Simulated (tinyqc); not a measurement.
## Slope factor and drain-induced lowering from three currents

Inverse problem. With source and body at 0 V, I = A exp((Vg + dd Vd)/(nf Vt)) (1 - exp(-Vd/Vt)). Find nf, the swing nf Vt ln 10 and dd.

Inputs (values chosen for the exercise): temperature T = 300 K.

Constants: q = 1.602176634e-19 C, kB = 1.380649e-23 J/K, Vt = kB T/q. Results are converted to the units shown.

currents at (Vg, Vd) = (0, 0.05), (0, 1.2) and (0.1, 1.2) V (nA/um): 0.10241151  13.893104  266.18623

Solution. The pair at equal Vd gives nf; the pair at equal Vg, after dividing out the factors 1 - exp(-Vd/Vt), gives dd.

nf = 1.31
swing = 78.0 mV/decade
dd = 0.140

Program tinyqc, `OMP_NUM_THREADS=1 python tinyqc.py 2242061 2242062 out.jsonl`; Intel Xeon 2.30GHz, shared host, one thread, about 0.03 s.
